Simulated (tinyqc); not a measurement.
From results back to parameters: one-oscillator model of a band gap. Three cases, with inputs chosen for the exercise.

Problem. A gap follows E(T) = E0 - s1 t1/(exp(t1/T) - 1) with the zero-point term ZP = s1 t1/2, which scales as M^(-1/2). The shift of E0 on going from M to M + dM and the limiting slope at high T are given.

Case 1.

Values chosen (out of a larger set: near those of diamond; not measured data): M = 12 u (mean atomic mass); dM = 0.86 u (change of the mean mass (not bounded by the natural isotopes)).

shift of E0 = 15.763483 meV
limiting slope s1 = 0.580 meV/K

Case 2.

Values chosen (out of a larger set: near those of InP; not measured data): M = 72.88 u (mean atomic mass); dM = -2.62 u (change of the mean mass (not bounded by the natural isotopes)).

shift of E0 = -1.060429 meV
limiting slope s1 = 0.400 meV/K

Case 3.

Values chosen (out of a larger set: near those of GaP; not measured data): M = 50.33 u (mean atomic mass); dM = 1.25 u (change of the mean mass (not bounded by the natural isotopes)).

shift of E0 = 0.996648 meV
limiting slope s1 = 0.500 meV/K

Find: sqrt(M/(M + dM)); ZP; t1.

Solution. The shift is ZP (1 - sqrt(M/(M + dM))); then t1 = 2 ZP/s1.

Case 1.

sqrt(M/(M + dM)) = 0.965984
ZP = 463.42 meV
t1 = 1598 K

Case 2.

sqrt(M/(M + dM)) = 1.018474
ZP = 57.40 meV
t1 = 287 K

Case 3.

sqrt(M/(M + dM)) = 0.987809
ZP = 81.75 meV
t1 = 327 K

Computed by tinyqc, one run a case: `OMP_NUM_THREADS=1 python tinyqc.py N N+1 out.jsonl` with N = 1851026, 1851028, 1851089; one thread of a shared Intel(R) Xeon(R) Processor @ 2.30GHz, about 0.01 s a run at most.
